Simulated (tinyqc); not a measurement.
Inputs raised by 10 %, one at a time: strain-driven roughening and islands of a mismatched epitaxial film. Computed by tinyqc, a small Python program. Command: `OMP_NUM_THREADS=1 python tinyqc.py 3023422 3023423 out.jsonl island sens`. One thread of a shared host (Intel(R) Xeon(R) Processor @ 2.30GHz), about 0.01 s of CPU time with the checks.

Film and substrate share isotropic elastic constants; the film is coherent and biaxially strained.

Inputs (values chosen for the exercise, modelled on InAs on GaAs):

| quantity | value | unit |
|---|---|---|
| misfit \|f\| | 0.0707 | - |
| shear modulus G | 30.6 | GPa |
| Poisson ratio nu | 0.32 | - |
| surface energy gamma | 0.709 | J/m^2 |
| contact angle of the shallow shape theta_1 | 12.3 | degrees |
| contact angle of the steep shape theta_2 | 29.7 | degrees |
| facet energy of shape 1 over gamma | 1.003 | - |
| facet energy of shape 2 over gamma | 1.048 | - |
| wetting energy gamma_s - gamma | 0.21 | J/m^2 |
| decay length of wetting delta | 0.2 | nm |
| surface mobility D_s nu_s Omega^2/(k_B T) | 2.9e-35 | m^6/(J s) |

Transport: surface diffusion.

Constants: e = 1.602176634e-19 C.

Method:
- M = 2 G (1 + nu)/(1 - nu); stress = M f; energy density w = M f^2.
- A ripple A cos(k x) has the surface chemical potential per volume [gamma k^2 - 2 (1 + nu) w k] A cos(k x), so k_c = 2 (1 + nu) w/gamma. With surface diffusion the amplitude grows at the rate q = B k^2 [2 (1 + nu) w k - gamma k^2], fastest at k_m = (3/4) k_c. B is the surface mobility.
- The surface energy depends on thickness as gamma + (gamma_s - gamma) exp(-h/delta). Its curvature adds W2 = (gamma_s - gamma) exp(-h/delta)/delta^2 to the restoring terms; the flat film is stable while W2 > (1 + nu)^2 w^2/gamma, which gives h_c = delta ln[(gamma_s - gamma) gamma/(delta^2 (1 + nu)^2 w^2)], or 0 if negative.
- Shallow faceted island (Tersoff form): E = 4 Gam V^(2/3) tan^(1/3)(theta) - 6 c V tan(theta), Gam = gamma [x/sin(theta) - 1/tan(theta)], x the facet energy over gamma, c = stress^2 (1 - nu)/(2 pi G).
- The barrier is the maximum of E, at V_c = [4 Gam/(9 c)]^3 / tan^2(theta) (1 GPa nm = 1 J/m^2).

Runs:

| input moved | from | to | fastest wavelength (nm) | wetting-layer thickness h_c (nm) | barrier, shape 1 (eV) | critical volume, shape 1 (nm^3) |
|---|---|---|---|---|---|---|
| base run | - | - | 3.7888 | 0.36028 | 0.078060 | 0.076632 |
| misfit \|f\| | 0.0707 | 0.07777 | 3.1313 | 0.28404 | 0.053316 | 0.043257 |
| shear modulus G (GPa) | 30.6 | 33.66 | 3.4444 | 0.32216 | 0.064512 | 0.057575 |
| contact angle of the shallow shape theta_1 (degrees) | 12.3 | 13.53 | 3.7888 | 0.36028 | 0.088825 | 0.079011 |
| contact angle of the steep shape theta_2 (degrees) | 29.7 | 32.67 | 3.7888 | 0.36028 | 0.078060 | 0.076632 |
| wetting energy gamma_s - gamma (J/m^2) | 0.21 | 0.231 | 3.7888 | 0.37935 | 0.078060 | 0.076632 |
| decay length of wetting delta (nm) | 0.2 | 0.22 | 3.7888 | 0.35438 | 0.078060 | 0.076632 |
| surface mobility D_s nu_s Omega^2/(k_B T) (m^6/(J s)) | 2.9e-35 | 3.19e-35 | 3.7888 | 0.36028 | 0.078060 | 0.076632 |

Exponents ln(y'/y) / ln(x'/x):

| input | fastest wavelength | wetting-layer thickness h_c | barrier, shape 1 | critical volume, shape 1 |
|---|---|---|---|---|
| misfit \|f\| | -2 | -2.495 | -4.000 | -6.000 |
| shear modulus G | -1 | -1.173 | -2.000 | -3.000 |
| contact angle of the shallow shape theta_1 | 0 | 0.000 | 1.355 | 0.321 |
| contact angle of the steep shape theta_2 | 0 | 0.000 | 0.000 | 0.000 |
| wetting energy gamma_s - gamma | 0 | 0.541 | 0.000 | 0.000 |
| decay length of wetting delta | 0 | -0.173 | 0.000 | 0.000 |
| surface mobility D_s nu_s Omega^2/(k_B T) | 0 | 0.000 | 0.000 | 0.000 |

To which inputs is each result most sensitive?

Among the inputs moved here: fastest wavelength answers most in size to misfit |f| (exponent -2.000), next to shear modulus G (-1.000); its exponent is below 0.0005 for contact angle of the shallow shape theta_1, contact angle of the steep shape theta_2, wetting energy gamma_s - gamma, decay length of wetting delta, surface mobility D_s nu_s Omega^2/(k_B T). Its exponent -2.000 in misfit |f|: gamma over the strain energy density. Wetting-layer thickness h_c answers most in size to misfit |f| (exponent -2.495), next to shear modulus G (-1.173); its exponent is below 0.0005 for contact angle of the shallow shape theta_1, contact angle of the steep shape theta_2, surface mobility D_s nu_s Omega^2/(k_B T). barrier, shape 1 answers most in size to misfit |f| (exponent -4.000), next to shear modulus G (-2.000); its exponent is below 0.0005 for contact angle of the steep shape theta_2, wetting energy gamma_s - gamma, decay length of wetting delta, surface mobility D_s nu_s Omega^2/(k_B T). Its exponent -4.000 in misfit |f|: Gam^3/c^2. Critical volume, shape 1 answers most in size to misfit |f| (exponent -6.000), next to shear modulus G (-3.000); its exponent is below 0.0005 for contact angle of the steep shape theta_2, wetting energy gamma_s - gamma, decay length of wetting delta, surface mobility D_s nu_s Omega^2/(k_B T). Its exponent -6.000 in misfit |f|: (Gam/c)^3.

Caution (all rows): a wavelength of a few nanometres is at the limit of continuum theory, where steps and facets rule. Caution (all rows): a critical volume below 1 nm^3 holds fewer than a hundred atoms, so a continuum barrier there has no physical meaning.
